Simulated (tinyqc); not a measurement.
Worked calculation: mobility of a non-polar semiconductor in the relaxation-time approximation. Computed by tinyqc, a small Python program that keeps every step. Command: `OMP_NUM_THREADS=1 python tinyqc.py 3023627 3023628 out.jsonl rta walk`. One thread of a shared host (Intel(R) Xeon(R) Processor @ 2.30GHz), about 0.01 s of CPU time with the checks. Intermediate numbers are printed to about 6 digits and carried at full precision; extremes and crossings named in words are read from the listed rows.

Each valley is treated as a sphere of mass m_d for states and rates, with one isotropic relaxation time; the conductivity mass m_c sets the current.

Inputs (values chosen for the exercise, modelled on electrons in diamond): longitudinal mass m_l = 1.53 m_0; transverse mass m_t = 0.282 m_0; equivalent valleys Z = 6; static permittivity eps_s = 5.7; density rho = 3515 kg/m^3; sound velocity v_l = 17900 m/s; acoustic deformation potential D_A = 8.7 eV; phonon energy hbar w = 135 meV; optical or intervalley deformation potential D_o = 8.7 1e8 eV/cm; final valleys Z_f = 5; carrier density n = 1.5e+16 1/cm^3; compensation ratio C = 0; temperature T = 500 K; neutral impurity density N_n = 1.9e+17 1/cm^3.

Band: parabolic. Impurity formula: Brooks-Herring. Further scattering: neutral impurities.

Constants: k_B = 8.617333262e-05 eV/K; m_0 = 9.1093837015e-31 kg; e = 1.602176634e-19 C; hbar = 1.054571817e-34 J s; eps_0 = 8.8541878128e-12 F/m; k_B = 1.380649e-23 J/K; hbar = 6.582119569e-16 eV s.

## Masses

m_d = (m_l m_t^2)^(1/3); 1/m_c = (1/m_l + 2/m_t)/3; Hall mass factor A = 3 K_m (K_m + 2)/(2 K_m + 1)^2, K_m = m_l/m_t; N_I = n (1 + C)/(1 - C).

density-of-states mass m_d = 0.495522 m_0

conductivity mass m_c = 0.387307 m_0

Hall mass factor A = 0.860551

ionised impurity density N_I = 1.50e+16 1/cm^3

## Fermi level and screening

Parabolic band: E = hbar^2 k^2/(2 m), speed v = hbar k/m, states per spin, volume and energy g(E) = m k/(2 pi^2 hbar^2). Here m = m_d. Masses are multiplied by m_0 and all formulas are in SI units. The reduced Fermi level eta = E_F/(k_B T) solves n = 2 Z int g f dE with f = 1/(1 + exp(x - eta)) (Z = 1 unless valleys are given); screening length L_s = sqrt(eps_s eps_0 k_B T/(e^2 dn/deta)), dn/deta = 2 Z int g f (1 - f) dE. Integrals over x = E/(k_B T) use 160 Gauss-Legendre points in u = sqrt(x) from 0 to sqrt(max(eta, 0) + 32).

reduced Fermi level eta = -8.92708

screening length L_s = 30.0810 nm

The gas is non-degenerate (eta < -2), and L_s is close to the Debye length.

## Rates at a few energies

Phonon occupation N_q = 1/(exp(hbar w/(k_B T)) - 1). Acoustic deformation potential (elastic, equipartition, absorption and emission together): 1/tau = 2 pi k_B T D_A^2 g(E)/(hbar rho v_l^2). Optical or intervalley deformation potential: 1/tau = (pi Z_f D_o^2/(rho w)) [N_q g(E + hbar w) + (N_q + 1) g(E - hbar w)], with g = 0 below the band edge. Each optical term is multiplied by (1 - f(E'))/(1 - f(E)), E' the final energy, for Pauli blocking. Singly charged impurities, momentum relaxation: 1/tau = N_I e^4 m (1 + 2 alpha E) Phi/(8 pi (eps_s eps_0)^2 hbar^3 k^3), with alpha = 0 for a parabolic band. Brooks-Herring: Phi = ln(1 + b) - b/(1 + b), b = 4 k^2 L_s^2. Neutral impurities (Erginsoy): 1/tau = 20 N_n a_B hbar/m, a_B = 4 pi eps_s eps_0 hbar^2/(m e^2).

Rates (1e12/s) at E = (max(eta, 0) + 0.5, 1, 2, 4) k_B T:
```
E (meV)  acoustic  optical  ionised impurity  neutral impurity
21.543    0.77229  0.56596           2.37349          0.540406
43.087    1.09219  0.60363           0.93721          0.540406
86.173    1.54458  0.67268           0.36604          0.540406
172.347   2.18437  7.13573           0.14169          0.540406
```

## Mobility for each process alone

mu = (m_d/m_c) (2 Z e/(3 n k_B T)) int g v^2 tau f (1 - f) dE. Averages over x are split at the emission threshold x_0 = hbar w/(k_B T): 64 Gauss-Legendre points in sqrt(x) below it and 128 in sqrt(x - x_0) above it, up to x = max(eta, 0) + 32.

acoustic mobility = 3127.70 cm^2/(V s)

optical mobility = 5254.50 cm^2/(V s)

ionised impurity mobility = 18470.9 cm^2/(V s)

neutral impurity mobility = 8403.22 cm^2/(V s)

## All processes together

Rates are added at each energy before the average. With <y> = int g v^2 y f (1 - f) dE: Hall factor r_H = A (3 n k_B T/(2 Z m_d)) <tau^2/(1 + 2 alpha E)>/<tau>^2 (alpha = 0 for a parabolic band); Hall mobility r_H mu; |S| = (k_B/e) (<x tau>/<tau> - eta); resistivity 1/(n e mu).

drift mobility mu = 1126.90 cm^2/(V s)

Hall factor r_H = 0.993991

Hall mobility = 1120.13 cm^2/(V s)

Seebeck coefficient |S| = 943.800 microvolt/K

resistivity = 0.369244 ohm cm

Taking r_H = 1 in a Hall measurement would give a density 1.01 times the true one. Caution: Erginsoy's formula holds for k a_B below about 0.5 and for dopants that stay neutral, which means low temperature; elsewhere it is only a rough constant rate. Caution: n is taken as given; at low temperature (in diamond even at 300 K) real dopants can freeze out, which changes n and N_I.

## Matthiessen's rule against the full average

Matthiessen's rule adds 1/mu of the separate processes.

Separate mobilities:
```
process           mu (cm^2/(V s))  share of the sum of 1/mu (%)
acoustic                   3127.7                       46.7995
optical                    5254.5                       27.8570
ionised impurity          18470.9                        7.9246
neutral impurity           8403.2                       17.4189
```

mobility by Matthiessen's rule = 1463.75 cm^2/(V s)

excess of Matthiessen's rule over the full mu = 29.8917 %

The rule gives 1464 against the full 1127, 29.9 % too high; it can only overestimate, since each separate average is carried by the energies where that process is weak. The error is large because acoustic and optical scattering both carry weight and depend on energy in different ways.

Checks made by the program: n against 2 Z (m k_B T/2 pi hbar^2)^(3/2) (2/sqrt(pi)) F_1/2(eta) by adaptive quadrature (relative difference below 1e-10); acoustic mobility against its closed form in Fermi integrals (relative difference below 1e-10); the sum rule (2 Z/(3 k_B T)) int g v^2 (1 + 2 alpha E) f (1 - f) dE = n/m_d (relative difference below 1e-10).
